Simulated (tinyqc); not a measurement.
Comparisons within one model: thin-film optics by transfer matrices. A value that a table varies takes the place of the one given here.

Indices N = n + i k. Snell: N0 sin(theta) = N_j sin(theta_j), with Im(N_j cos theta_j) >= 0. Admittance y_j = N_j cos theta_j for s and N_j/cos theta_j for p. Phase delta_j = 2 pi N_j cos theta_j d_j/lambda. Layer matrix [[cos delta, -i sin delta/y], [-i y sin delta, cos delta]], multiplied from the top down to M. (B, C) = M (1, y_sub); r = (y0 B - C)/(y0 B + C), R = |r|^2, T = 4 Re y0 Re y_sub/|y0 B + C|^2, absorbed in the films 1 - R - T.

Ellipsometry: rho = tan(Psi) exp(i Delta) = -conj(r_p/r_s) with the r of the admittance formula, Delta in 0 to 360 degrees, so that a bare dielectric at small angles gives Delta = 180.

Values chosen for the exercise (indices near those of HfO2, SiO2 on Si; the results hold for these values, not for the real material): lam = 365 nm (vacuum wavelength); n0 = 1 (ambient index); n = (2.124, 1.462, 6.593) (n of HfO2, SiO2, substrate); k = (0, 0, 2.677) (k in the same order); d = (15.2, 35.3) nm (thicknesses, top first); theta = 45 degrees (angle of incidence); pol = s (polarisation).

## Swing curve: thickness of the top film

The first entry of d takes the values listed.

Stack:

| d_1 (nm) | R | T | absorbed |
|---|---|---|---|
| 15.2 | 0.1813 | 0.8187 | 0.0000 |
| 30.4 | 0.5766 | 0.4234 | 0.0000 |
| 45.6 | 0.7773 | 0.2227 | 0.0000 |
| 60.8 | 0.8173 | 0.1827 | 0.0000 |
| 75.9 | 0.7697 | 0.2303 | 0.0000 |
| 91.1 | 0.5483 | 0.4517 | 0.0000 |
| 106.3 | 0.1813 | 0.8187 | 0.0000 |
| 121.5 | 0.5761 | 0.4239 | 0.0000 |
| 136.7 | 0.7772 | 0.2228 | 0.0000 |
| 151.9 | 0.8173 | 0.1827 | 0.0000 |
| 167.1 | 0.7692 | 0.2308 | 0.0000 |
| 182.3 | 0.5463 | 0.4537 | 0.0000 |
| 197.4 | 0.1812 | 0.8188 | 0.0000 |

R swings between 0.1812 and 0.8173 on these points. The period is lambda/(2 Re(N_1 cos theta_1)) = 91.1 nm, six rows. The film does not absorb, so the swing repeats exactly. The swing ratio (max - min)/mean is 1.10.

## Angle of incidence

Both polarisations.

Stack:

| theta (degrees) | R_s | R_p | Psi | Delta |
|---|---|---|---|---|
| 0 | 0.2728 | 0.2728 | 45.00 | 180.00 |
| 15 | 0.2639 | 0.2659 | 45.10 | 182.67 |
| 30 | 0.2353 | 0.2574 | 46.29 | 189.14 |
| 45 | 0.1813 | 0.2754 | 50.94 | 192.40 |
| 55 | 0.1300 | 0.3160 | 57.32 | 185.31 |
| 60 | 0.1016 | 0.3487 | 61.64 | 175.89 |
| 65 | 0.0752 | 0.3931 | 66.38 | 159.53 |
| 70 | 0.0580 | 0.4534 | 70.32 | 131.86 |
| 75 | 0.0666 | 0.5360 | 70.58 | 92.14 |
| 80 | 0.1393 | 0.6490 | 65.14 | 53.88 |
| 85 | 0.3692 | 0.8011 | 55.83 | 24.58 |

R_s and R_p agree at normal incidence (0.2728). R_p is lowest at 30 degrees of those listed (0.2574), where R_s = 0.2353: the two are within a factor 2 of each other, so the minimum selects polarisation poorly. R_s does not rise steadily, because the phase thickness of the films changes with the angle. R_p exceeds R_s at 15, 30, 45, 55, 60, 65, 70, 75, 80 and 85 degrees, where Psi is above 45.

## Sensitivity of the reflectance

R for both polarisations. Each row changes one parameter from the base and keeps the others.

Results:

| case | R_s | R_p | T_s |
|---|---|---|---|
| base | 0.1813 | 0.2754 | 0.8187 |
| d = (20.2, 35.3) nm | 0.2732 | 0.2884 | 0.7268 |
| n = (2.166, 1.462, 6.593) | 0.1818 | 0.2716 | 0.8182 |
| k = (0, 0, 2.955) | 0.1941 | 0.2883 | 0.8059 |
| lam = 370 nm | 0.1773 | 0.2739 | 0.8227 |
| theta = 50 degrees | 0.1570 | 0.2922 | 0.8430 |

The largest shifts from the base row, up to three for each result and ties (the steps differ in size, so this ranks the rows, not the parameters). R_s: d +0.0919, theta -0.0243, k +0.0128. R_p: theta +0.0167, d +0.0130, k +0.0129. T_s: d -0.0919, theta +0.0243, k -0.0128.

Program tinyqc; command `OMP_NUM_THREADS=1 python tinyqc.py 1651461 1651462 out.jsonl`; about 0.01 s on one thread of a shared Intel(R) Xeon(R) Processor @ 2.30GHz.
